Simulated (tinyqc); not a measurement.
LCCD on RHF in the sto-3g basis, frozen core, for BeH2, spin multiplicity 1, step by step. One step of it, computed by the program tinyqc.

Task: Orthogonalisation. S = U s U^T; symmetric (Loewdin) form X = U s^(-1/2) U^T, so that X^T S X = 1.

overlap S:
```
           1Be 1s    1Be 2s   1Be 2px    1Be 2py   1Be 2pz     2H 1s      3H 1s
1Be 1s   1.000000  0.259517  0.000000   0.000000  0.000000  0.040837   0.040837
1Be 2s   0.259517  1.000000  0.000000   0.000000  0.000000  0.366268   0.366268
1Be 2px  0.000000  0.000000  1.000000   0.000000  0.000000  0.000000   0.000000
1Be 2py  0.000000  0.000000  0.000000   1.000000  0.000000  0.449868  -0.449868
1Be 2pz  0.000000  0.000000  0.000000   0.000000  1.000000  0.005119   0.005119
2H 1s    0.040837  0.366268  0.000000   0.449868  0.005119  1.000000   0.012838
3H 1s    0.040837  0.366268  0.000000  -0.449868  0.005119  0.012838   1.000000
```

Give: eigenvalues of S; X.

Result:

eigenvalues of S: 0.3573  0.4474  0.9562  1.0000  1.0002  1.6090  1.6298

X:
```
          1Be 1s   1Be 2s  1Be 2px  1Be 2py  1Be 2pz    2H 1s    3H 1s
1Be 1s    1.0285  -0.1504   0.0000   0.0000  -0.0002   0.0209   0.0209
1Be 2s   -0.1504   1.1584   0.0000   0.0000   0.0018  -0.2255  -0.2255
1Be 2px   0.0000   0.0000   1.0000   0.0000   0.0000   0.0000   0.0000
1Be 2py   0.0000   0.0000   0.0000   1.2236   0.0000  -0.3145   0.3145
1Be 2pz  -0.0002   0.0018   0.0000   0.0000   1.0000  -0.0031  -0.0031
2H 1s     0.0209  -0.2255   0.0000  -0.3145  -0.0031   1.1758  -0.0568
3H 1s     0.0209  -0.2255   0.0000   0.3145  -0.0031  -0.0568   1.1758
```
